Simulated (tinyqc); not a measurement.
Changing the anneal time t: interdiffusion of a quantum well during annealing: blurred potential and shift of the confined levels. Computed by tinyqc, a small Python program. Command: `OMP_NUM_THREADS=1 python tinyqc.py 3017640 3017641 out.jsonl qwi sweep`. One thread of a shared host (Intel(R) Xeon(R) Processor @ 2.30GHz), about 0.08 s of CPU time with the checks.

A square well of width w is blurred by Fick diffusion with a constant coefficient; band offsets are linear in composition, masses are uniform, and strain and excitons are ignored.

Inputs (values chosen for the exercise, modelled on InGaAs in InP):
```
quantity                value    unit
well width w              8.3      nm
electron mass m_e      0.0433     m_0
hole mass m_h           0.417     m_0
conduction offset V_c    0.24      eV
valence offset V_v        0.4      eV
prefactor D0               19  cm^2/s
activation energy E      3.32      eV
anneal temperature T      690       C
```

Constants: k_B = 8.617333262e-05 eV/K; hbar^2/(2 m_0) = 3.80998212 eV angstrom^2.

Method:
- D = D0 exp(-E/(k_B T)); L = sqrt(D t); share of well material at the centre erf(w/(4L)); 1 nm = 1e-7 cm.
- Temperatures in kelvin are T(C) + 273.15.
- With L = sqrt(D t) and the share at the centre erf(w/(4L)). After the anneal: V(z) = V {1 - (1/2)[erf((w/2 - z)/(2L)) + erf((w/2 + z)/(2L))]}, energies counted from the original well bottom. Finite differences on 3000 points over |z| < w/2 + 6L + 25 nm; shifts are taken against the same grid with cell-averaged square steps.
- Rise of the bottom = V (1 - share at the centre). Overlap = |<electron|hole>|^2.

One run for each value; columns: (1) anneal time t (s); (2) blue shift of the transition (meV); (3) diffusion length L (nm); (4) rise of the gap at the centre (meV); (5) overlap:
```
(1)          (2)     (3)         (4)     (5)
1.8   4.7000e-01  0.1205           0  0.9090
4.3   1.0850e+00  0.1862           0  0.9051
10    2.4180e+00  0.2840           0  0.8974
24    5.5380e+00  0.4399  1.9200e-08  0.8811
55    1.2321e+01  0.6660  6.7246e-03  0.8524
130   2.9702e+01  1.0238  2.6591e+00  0.8072
300   7.2689e+01  1.5553  3.7885e+01  0.7695
710   1.5669e+02  2.3927  1.4082e+02  0.7584
1600  2.5334e+02  3.5919  2.6492e+02  0.7620
```

What does the table show, and why?

Over the rows, blue shift of the transition (meV) rises from 0.470 to 253 (exponent d ln y / d ln x 0.96 between the first rows and 0.59 between the last); diffusion length L (nm) rises from 0.120 to 3.59 (exponent d ln y / d ln x about 0.50 throughout); rise of the gap at the centre (meV) rises from 0 to 265, flat over part of the range. At the low end the exponent of blue shift of the transition is 0.96, close to 1: first order in L^2 = D t.
